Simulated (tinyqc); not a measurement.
Programming of a floating-gate cell by Fowler-Nordheim tunnelling: one step of the calculation.

Per tunnel area the floating gate has Ctun = 3.9 eps0/tox to the channel (0 V) and Ccg to the control gate, Ct = Ctun/(1 - ag), no other coupling. With the threshold shift U = -Q/Ccg the field is F = ag (Vg - U)/tox, and dU/dt = J/Ccg. Fowler-Nordheim: J = A F^2 exp(-B/F), A = q^2/(16 pi^2 hbar mo phi) (times 1e14 for A/cm^2 with F in V/nm, emitter mass m0), B = (4/3) sqrt(mo/C) phi^1.5, C = hbar^2/(2 m0).

Problem. Explicit time steps against the exact solution. U(new) = U + dt J(F(U))/Ccg. Exact: exp(B/F(t)) = exp(B/F(0)) + K t, K = A B ag/(Ccg tox), and U = Vg - tox F/ag.

Parameters, values chosen for the exercise; oxide values close to those of silicon dioxide:
- phi = 3.1 eV (tunnel barrier)
- mo = 0.49 m0 (tunnelling mass)
- tox = 9.4 nm (tunnel oxide thickness)
- ag = 0.64 (coupling ratio Ccg/Ct)
- Vt0 = -2.1 V (threshold shift at the start)
- Vg = 15.3 V (control-gate voltage)
- dt = 5.9 us (time step)
- n = 8 (steps)

Constants: q = 1.602176634e-19 C, hbar = 1.054571817e-34 J s, m0 = 9.1093837015e-31 kg, eps0 = 8.8541878128e-14 F/cm where lengths are in cm, hbar^2/(2 m0) = 0.0380998212 eV nm^2. Results are converted to the units shown.

Find: t; F; J; U by steps; U exact.

Solution.

```
step  t (us)  F (V/nm)  J (A/cm^2)  U by steps (V)  U exact (V)
0          0    1.1847    0.038549         -2.1000      -2.1000
1     5.9000    1.1610    0.023608         -1.7517      -1.8162
2     11.800    1.1464    0.017317         -1.5385      -1.6146
3     17.700    1.1358    0.013729         -1.3820      -1.4589
4     23.600    1.1274    0.011387         -1.2580      -1.3325
5     29.500    1.1203   0.0097306         -1.1551      -1.2263
6     35.400    1.1144   0.0084947         -1.0672      -1.1350
7     41.300    1.1091   0.0075361         -0.9905      -1.0549
8     47.200    1.1045   0.0067705         -0.9224      -0.9837
```

Range of the model: Programming fields of 10 MV/cm and more wear the oxide; trapping and the channel potential are ignored.

Program tinyqc, `OMP_NUM_THREADS=1 python tinyqc.py 2130003 2130004 out.jsonl`; Intel Xeon 2.30GHz, shared host, one thread, about 0.01 s.
